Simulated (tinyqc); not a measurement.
# On-chip interconnect, size-dependent resistivity and RC delay, step by step

Computed by the program tinyqc: `OMP_NUM_THREADS=1 python tinyqc.py 2100124 2100125 out.jsonl`, one thread of a shared Intel Xeon 2.30GHz, about 0.01 s for the whole run. Printed values are rounded.

A rectangular line between two neighbours and two ground planes. Surface and grain-boundary scattering are added to the bulk resistivity as corrections; capacitances are parallel-plate values without fringing; inductance is ignored.

Inputs (values chosen for the exercise); metal values close to those of copper: bulk resistivity rho0 = 1.65 uohm cm; bulk mean free path lam = 40.1 nm; specular share of surface scattering ps = 0.2; reflection coefficient of grain boundaries Rg = 0.5; grain size over the metal width gr = 1.5; drawn line width wd = 110 nm; aspect ratio, height over width AR = 1.4; liner on both walls and the bottom, not conducting tl = 1.4 nm; space to the neighbouring lines sp = 160 nm; dielectric height to the planes above and below hd = 110 nm; relative permittivity of the dielectric ek = 2.5; Miller factor of the neighbours Mf = 0; line length Lw = 6.2 um; driver resistance Rd = 310 ohm; load capacitance Cl = 0.12 fF; time step dt = 0.016 ps.

Constants: eps0 = 8.8541878128e-12 F/m. Results are converted to the units shown.

Range of the model: The time of flight Lw sqrt(ek)/c is over a fifth of the delay, so inductance, left out, matters.

## Resistivity, resistance and capacitance per length

Metal width x = wd - 2 tl, height y = AR wd - tl; grain boundaries (Mayadas-Shatzkes): al = (lam/(gr x)) Rg/(1 - Rg), g = 1/[1 - 3 al/2 + 3 al^2 - 3 al^3 ln(1 + 1/al)] - 1; surfaces (Fuchs-Sondheimer, thick limit): s = (3/8) lam (1 - ps)(1/x + 1/y); rho = rho0 (1 + g + s); r = rho/(x y); c = eps0 ek (2 wd/hd + 2 Mf AR wd/sp).

x = 107.2 nm
y = 152.6 nm
al = 0.2493781
g = 0.3558814
s = 0.1910537
rho = 2.552443 uohm cm
r = 1.560295 ohm/um
c = 0.04427094 fF/um

rho is 1.55 times the bulk value; grain boundaries add more (0.356 against 0.191). The liner takes 3.43 % of the cross-section.

## Ladder and Elmore delays

5 equal pi sections: series Rs = r Lw/5; node capacitances c Lw/5, halved at nodes 0 and 5, with Cl added to node 5; Rd feeds node 0. Elmore delay of node k: the sum, over the resistors on the path to k, of resistance times all capacitance downstream of it.

Rs = 1.934766 ohm

```
node	C (fF)	Elmore delay (ps)
0	0.02744798	0.1222887
1	0.05489596	0.1229989
2	0.05489596	0.1236028
3	0.05489596	0.1241005
4	0.05489596	0.1244920
5	0.1474480	0.1247772
```

The far-end value equals Rd (c Lw + Cl) + r Lw (c Lw/2 + Cl) for any number of pi sections; the line resistance contributes 1.99 % of it.

## Step 1: node voltages after a time step

v at t = 0, node 0 to 5 (V): 0  0  0  0  0  0

A 1 V step is applied behind Rd at t = 0. C dv/dt = -G v + b, with G the conductance matrix of the ladder (1/Rs between neighbours, 1/Rd added at node 0) and b = (1 V/Rd, 0, ...). Trapezoidal step: (C/dt + G/2) v(new) = (C/dt - G/2) v + b.

v at t = 1 dt, node 0 to 5 (V): 0.1469401  0.1363503  0.1275706  0.1204847  0.1149983  0.1110387

## Step 2: node voltages after a time step

As before.

v at t = 2 dt, node 0 to 5 (V): 0.2265897  0.2275572  0.2279254  0.2279322  0.2277659  0.2275701

## Course in time

A 1 V step is applied behind Rd at t = 0. C dv/dt = -G v + b, with G the conductance matrix of the ladder (1/Rs between neighbours, 1/Rd added at node 0) and b = (1 V/Rd, 0, ...). Trapezoidal step: (C/dt + G/2) v(new) = (C/dt - G/2) v + b. The last column solves the same ladder exactly by its modes.

Voltages (V):
```
t (ps)	node 0	node 2	node 5	node 5, exact
0.01600	0.1469	0.1276	0.1110	0.1159
0.03200	0.2266	0.2279	0.2276	0.2229
0.04800	0.3421	0.3259	0.3135	0.3169
0.06400	0.4017	0.4040	0.4033	0.3996
0.08000	0.4928	0.4790	0.4698	0.4722
0.09600	0.5369	0.5399	0.5391	0.5361
0.1120	0.6092	0.5973	0.5906	0.5922
0.1280	0.6414	0.6449	0.6439	0.6416
0.1440	0.6990	0.6887	0.6838	0.6849
0.1600	0.7222	0.7260	0.7249	0.7230
0.1760	0.7684	0.7593	0.7559	0.7566
0.1920	0.7846	0.7887	0.7875	0.7860
```

The far end of the ladder reaches 0.5 V at 0.08671 ps, 0.695 of its Elmore delay (ln 2 = 0.693 for a single pole); the slowest mode has a time constant of 0.1241 ps. The largest error of the trapezoidal steps at that node is 4.9 mV.
